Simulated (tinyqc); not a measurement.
Comparisons within one model: nanosheet or nanowire with hard walls, valleys of the Si type. A value that a table varies takes the place of the one given here.

Six ellipsoidal valleys along the cube axes: inverse mass tensor w = 1/mt + (1/ml - 1/mt) a a^T with a the unit axis. Device axes: x along the channel, z = [001], y = z x x.

Hard walls around a W x H rectangle. The block w_c of w in (y, z) confines; the transport mass follows from 1/m_x = w_xx - w_xc w_c^-1 w_cx. The cross-section problem c (w_yy ky^2 + 2 w_yz ky kz + w_zz kz^2), c = hbar^2/2m0, is solved in products sin(n pi y/W) sin(l pi z/H), n, l = 1 to 12; if w_yz = 0 the levels are c pi^2 (w_yy n^2/W^2 + w_zz l^2/H^2). The w_yz term couples (n, l) to (n', l') by -2 c w_yz D_nn'(W) D_ll'(H) with D_nm(L) = 4 n m/(L (n^2 - m^2)) for n + m odd and 0 otherwise.

Without degeneracy the line density is N1 exp((EF - Ec)/kB T) with N1 = sum 2 g sqrt(m_x kB T/(4 pi c)) exp(-E/kB T), here over n, l up to 80 where w_yz = 0 and over all levels of a 12 x 12 sine basis otherwise; the classical value is W H Nc with Nc = 2 g_all (m_dos kB T/(4 pi c))^(3/2), m_dos = (ml mt^2)^(1/3); dVt = kB T ln(W H Nc/N1).

Constants: hbar^2/2m0 = 3.80998211 eV angstrom^2; kB = 8.617333262e-05 eV/K.

Inputs chosen for the exercise (near those of Si; shifted at random, so the results belong to these values and not to a real crystal):
- ml = 0.91 m0 (longitudinal mass)
- mt = 0.194 m0 (transverse mass)
- T = 350 K (temperature)
- g_all = 6 (number of valleys)
- channel = 110 (transport direction x on a (001) wafer)
- H = 44 angstrom (height, along z = [001])
- Ws = (30, 40, 60, 90, 140, 220, 350) angstrom (widths)
- W = 90 angstrom (width, along y)

## From wire to sheet

Valleys:
```
group  valleys g     w_yy     w_zz   |w_yz|  m_x (m0)
A              2  5.15464  1.09890  0.00000   0.19400
B              4  3.12677  5.15464  0.00000   0.55200
```

Lowest level of each group (groups ordered by w_zz, then w_yy) and dVt against the width.

Results:
```
W (angstrom)  A1 (eV)  B1 (eV)  dVt (mV)
30             0.2367   0.2308     188.2
40             0.1425   0.1736     127.1
60             0.0752   0.1328      82.4
90             0.0453   0.1146      64.6
140            0.0312   0.1061      56.1
220            0.0253   0.1025      51.6
350            0.0229   0.1011      49.0
```

How do the results move?

dVt falls from 188 to 49 mV. The lowest group changes from B to A between W = 30 and 40 angstrom (H = 44). At the widest W the lowest level is 0.0229 eV; the film limit c pi^2 w_zz/H^2 of that group is 0.0213 eV.

## Channel direction

The same rectangle along [100] and [110]; groups ordered by w_zz, then w_yy.

Lowest level of each group:
```
channel, group  valleys g   w_yy   w_zz  |w_yz|  m_x (m0)  E (eV)
[100] A                 2  5.155  1.099   0.000     0.194  0.0453
[100] B                 2  1.099  5.155   0.000     0.194  0.1052
[100] C                 2  5.155  5.155   0.000     0.910  0.1240
[110] A                 2  5.155  1.099   0.000     0.194  0.0453
[110] B                 4  3.127  5.155   0.000     0.552  0.1146
```

How do the results move?

The lowest subband has m_x = 0.194 m0 and 2 valleys along [100], and 0.194 m0 and 2 valleys along [110]; its edge lies at 0.0453 and 0.0453 eV. These valleys have their axis along z, so turning the channel in the wafer plane leaves them alone; only the higher groups change.

## What each parameter does

E1 and E2 are the two lowest subband edges over all groups. Each row changes one parameter from the base and keeps the others.

Results:
```
case             E1 (eV)  E2 - E1 (meV)  m_x of lowest (m0)  dVt (mV)
base              0.0453           64.0               0.194      64.6
W = 80 angstrom   0.0516           64.0               0.194      68.3
H = 52 angstrom   0.0392           45.8               0.194      54.4
T = 320 K         0.0453           64.0               0.194      62.9
ml = 1.001 m0     0.0433           58.2               0.194      63.7
mt = 0.213 m0     0.0431           61.5               0.213      61.4
```

What can be read from the table?

The largest shifts from the base row, up to three for each result and ties (the steps differ in size, so this ranks the rows, not the parameters). E1 (eV): W +0.0064, H -0.0061, mt -0.0021; unchanged at the printed digits by T. E2 - E1 (meV): H -18.2, ml -5.8, mt -2.5; unchanged at the printed digits by W and T. m_x of lowest (m0): mt +0.019; unchanged at the printed digits by W, H, T and ml. dVt (mV): H -10.3, W +3.7, mt -3.3.

tinyqc: `OMP_NUM_THREADS=1 python tinyqc.py 1281735 1281736 out.jsonl`; about 0.04 s, one thread, shared Intel(R) Xeon(R) Processor @ 2.30GHz.
